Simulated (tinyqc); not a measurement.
Worked calculation: plane-wave Kohn-Sham cycle with exchange-only LDA in a layered model solid. One step of it, computed by the program tinyqc.

Question. Iteration 2: Hamiltonian at one k. H(m,m') = (k + G_m)^2/2 delta + V(G_m - G_m'), with V(-G) = V(G).

A solid whose potential varies along x alone (atomic units):
```
parameter                      value
period a                   18.000000
cross-section of the cell   9.000000
electrons per cell                 2
grid points                       16
plane waves -n..n, n               3
k points                           1
V1 in V1 cos(2 pi x/a)     -0.460000
V2 in V2 cos(4 pi x/a)      0.120000
```

V(G_m), m = 0, 1, 2, ... (hartree): [-0.227200, -0.133566, 0.070112, 0.000951, 0.000084, 0.000023, 0.000003]

k = 0.000000 2 pi / a

Give: H.

Answer.

H (hartree), order -3, -2, -1, +0, +1, +2, +3:
```
[[0.3211, -0.1336, 0.0701, 0.0010, 0.0001, 0.0000, 0.0000],
 [-0.1336, 0.0165, -0.1336, 0.0701, 0.0010, 0.0001, 0.0000],
 [0.0701, -0.1336, -0.1663, -0.1336, 0.0701, 0.0010, 0.0001],
 [0.0010, 0.0701, -0.1336, -0.2272, -0.1336, 0.0701, 0.0010],
 [0.0001, 0.0010, 0.0701, -0.1336, -0.1663, -0.1336, 0.0701],
 [0.0000, 0.0001, 0.0010, 0.0701, -0.1336, 0.0165, -0.1336],
 [0.0000, 0.0000, 0.0001, 0.0010, 0.0701, -0.1336, 0.3211]]
```
